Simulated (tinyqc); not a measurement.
Chemical-mechanical planarisation: Preston law, pattern density and step-height reduction: one step, computed by the program tinyqc.

A row of 10 cells, repeated periodically, holds raised features that cover a share rho of each cell.

Problem. State at time t. While h > h_c only raised areas polish, at R0/rho_eff, until t_c = rho_eff (h0 - h_c)/R0. After that h = h_c exp(-(t - t_c)/tau), tau = rho_eff h_c/R0; low areas polish at R0 (1 - h/h_c) and raised areas at R0 [1 + (1 - rho_eff) h/(rho_eff h_c)]. Removed from raised areas after t_c: h0 - h_c + R0 (t - t_c) + (1 - rho_eff)(h_c - h); from low areas: R0 (t - t_c) - rho_eff (h_c - h). Film left = z0 less the removal from raised areas.

Inputs (values chosen for the exercise, close to those used for copper polishing):
```
quantity,value,unit
initial step height h0,530,nm
contact height h_c,55,nm
film above the raised areas z0,1200,nm
polish time t,80,s
```

effective densities: [0.5311244, 0.4496565, 0.5590609, 0.6357135, 0.5874497, 0.4992662, 0.2877268, 0.1933109, 0.1935791, 0.3631121]

blanket rate R0 = 4.789672 nm/s

Give: Cells; range of film left across the row; largest remaining step; thinnest film left.

Solution.

Cells:
```
cell,rho_eff,t_c (s),step h (nm),"removed, raised (nm)","removed, low (nm)",film left on raised areas (nm)
1,0.53112,52.673,0.6229,631.39,102.01,568.61
2,0.44966,44.593,0.0579,674.82,144.88,525.18
3,0.55906,55.443,1.1997,616.34,87.54,583.66
4,0.63571,63.045,5.3907,574.28,49.67,625.72
5,0.58745,58.258,2.1909,600.92,73.11,599.08
6,0.49927,49.513,0.2697,648.43,118.70,551.57
7,0.28773,28.534,0.0000,760.68,230.68,439.32
8,0.19331,19.171,0.0000,810.72,280.72,389.28
9,0.19358,19.198,0.0000,810.58,280.58,389.42
10,0.36311,36.010,0.0014,720.72,190.72,479.28
```

range of film left across the row = 236.44 nm

largest remaining step = 5.3907 nm

thinnest film left = 389.28 nm

10 of 10 cells have reached contact. The cell with the lowest rho_eff has lost the most film from its raised areas.
